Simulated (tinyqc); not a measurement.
Signal and retention of a DRAM cell: one step of the calculation.

A stored one starts at Vd and leaks: Cs dV/dt = -I(V), I = a sqrt((V + Vb)/(Vd + Vb)) + b, with a = Ig exp[-(Eg1 q/kB)(1/T - 1/T0)] (generation in a depletion layer) and b = Is exp[-(Es q/kB)(1/T - 1/T0)]. The bit line is precharged to Vd/2, and charge sharing gives the signal (V - Vd/2) Cs/(Cs + Cb).

Question. Failing cells. This time is the median of a log-normal spread: failing cells = Nc erfc(z/sqrt 2)/2, z = ln(t/tr)/sg. One failure is expected at the interval where that count equals 1.

Values chosen for this exercise:
- sg = 0.74 (deviation of ln(retention time) over the cells)
- Nc = 8.59e9 (cells)
- tr = 128 ms (refresh interval)

retention time = 6.3890186 s

Wanted: z; failing cells; interval for one failure.

Answer.

z = 5.2842
failing cells = 542.28
interval for one failure = 58.689 ms

The weakest cell of the array lies about 6.34 deviations out, a factor of 109 below the median; the chosen interval is longer than that time.

Range of the model: Real arrays also hold a tail of unusually leaky cells and cells whose retention varies in time, which this model lacks.

tinyqc, about 0.01 s, one thread, Intel Xeon 2.30GHz (shared host): `OMP_NUM_THREADS=1 python tinyqc.py 2130155 2130156 out.jsonl`
